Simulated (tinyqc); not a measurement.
# On-chip interconnect, size-dependent resistivity and RC delay: effects of single changes

A rectangular line between two neighbours and two ground planes. Surface and grain-boundary scattering are added to the bulk resistivity as corrections; capacitances are parallel-plate values without fringing; inductance is ignored.

Inputs (values chosen for the exercise); metal values close to those of copper:

| symbol | value | unit | meaning |
|---|---|---|---|
| rho0 | 1.71 | uohm cm | bulk resistivity |
| lam | 39.4 | nm | bulk mean free path |
| ps | 0 |  | specular share of surface scattering |
| Rg | 0.55 |  | reflection coefficient of grain boundaries |
| gr | 1 |  | grain size over the metal width |
| wd | 120 | nm | drawn line width |
| AR | 1.8 |  | aspect ratio, height over width |
| tl | 1.8 | nm | liner on both walls and the bottom, not conducting |
| sp | 180 | nm | space to the neighbouring lines |
| hd | 210 | nm | dielectric height to the planes above and below |
| ek | 3 |  | relative permittivity of the dielectric |
| Mf | 2 |  | Miller factor of the neighbours |
| Rd | 7500 | ohm | driver resistance |
| Cl | 0.27 | fF | load capacitance |
| rho2 | 5.25 | uohm cm | bulk resistivity of the second metal (close to tungsten) |
| lam2 | 15.3 | nm | mean free path of the second metal |
| tl2 | 0.3 | nm | liner of the second metal |

Constants: eps0 = 8.8541878128e-12 F/m. Results are converted to the units shown.

Each table varies one quantity; the others keep the values above.

## Delay against the line length

Metal width x = wd - 2 tl, height y = AR wd - tl; grain boundaries (Mayadas-Shatzkes): al = (lam/(gr x)) Rg/(1 - Rg), g = 1/[1 - 3 al/2 + 3 al^2 - 3 al^3 ln(1 + 1/al)] - 1; surfaces (Fuchs-Sondheimer, thick limit): s = (3/8) lam (1 - ps)(1/x + 1/y); rho = rho0 (1 + g + s); r = rho/(x y); c = eps0 ek (2 wd/hd + 2 Mf AR wd/sp). Elmore delay tE = Rd (c Lw + Cl) + r Lw (c Lw/2 + Cl); t50 is the time at which the far end of a ladder of 30 pi sections (half capacitances at both ends, Cl at the far end, a step applied through Rd) reaches half the step; line share r Lw/(Rd + r Lw); estimate 0.69 Rd (c Lw + Cl) + 0.38 r c Lw^2 + 0.69 r Lw Cl.

The same in every row: rho (uohm cm) = 3.041; r (ohm/um) = 1.220; c (fF/um) = 0.1579.

Delay against the line length:
```
Lw (um)  tE (ps)  t50 (ps)  estimate (ps)  line share of the resistance (%)
1          3.209     2.225          2.214                           0.01626
3          5.579     3.867          3.849                           0.04877
7          10.32     7.154          7.121                            0.1137
20         25.75     17.85          17.77                            0.3242
50         61.48     42.64          42.44                            0.8066
100        121.4     84.26          83.84                             1.600
400        491.1     342.0          340.0                             6.108
1000        1283     898.8          891.7                             13.99
3000        4421      3152           3111                             32.79
```

As Lw goes from 1 to 3000, r stays at 1.22 ohm/um, c stays at 0.158 fF/um and t50 rises from 2.22 to 3150 ps. t50/tE lies between 0.693 and 0.713, and the estimate is within 1.3 % of t50. The delay goes as Lw^(0.50) for the shortest lines and Lw^(1.14) for the longest; the line resistance equals Rd at 6150 um.

## Two metals against line width

Metal width x = wd - 2 tl, height y = AR wd - tl; grain boundaries (Mayadas-Shatzkes): al = (lam/(gr x)) Rg/(1 - Rg), g = 1/[1 - 3 al/2 + 3 al^2 - 3 al^3 ln(1 + 1/al)] - 1; surfaces (Fuchs-Sondheimer, thick limit): s = (3/8) lam (1 - ps)(1/x + 1/y); rho = rho0 (1 + g + s); r = rho/(x y). The second metal has rho2, lam2 and tl2 in place of rho0, lam and tl; ps, Rg, gr and AR are shared.

Results:
```
wd (nm)  rho, first (uohm cm)  rho, second (uohm cm)  r, first (ohm/um)  r, second (ohm/um)  ratio second/first
6.5                    50.945                 35.485              17745              5275.8             0.29732
8                      34.519                 29.437             6226.4              2821.2             0.45310
10                     24.479                 24.360             2361.0              1464.1             0.62012
13                     17.351                 19.801             854.57              691.29             0.80894
17                     12.766                 16.305             330.79              328.13             0.99195
22                     9.8138                 13.764             141.10              163.66              1.1599
45                     5.3709                 9.4140             16.380              26.274              1.6040
70                     4.0154                 7.9384             4.8690              9.0999              1.8690
120                    3.0412                 6.8288             1.2198              2.6515              2.1737
```

Estimate the missing row, wd = 30 nm.

Computed row:
```
wd (nm)  rho, first (uohm cm)  rho, second (uohm cm)  r, first (ohm/um)  r, second (ohm/um)  ratio second/first
30                     7.3989                 11.486             53.690              72.752              1.3550
```

With this row back in the table: The resistivity of the first metal falls from 50.9 to 3.04 uohm cm and that of the second goes from 35.5 to 6.83 uohm cm as the line widens. The products rho0 lam, which set the size effect, are 67.4 and 80.3 uohm cm nm. The two resistances cross at wd = 17.2 nm: below it the second metal gives the lower line resistance. For widths well under the mean free path the thick-limit surface term is only a guide.

Computed by the program tinyqc: `OMP_NUM_THREADS=1 python tinyqc.py 2100067 2100068 out.jsonl`, one thread of a shared Intel Xeon 2.30GHz, about 0.01 s for the whole run.
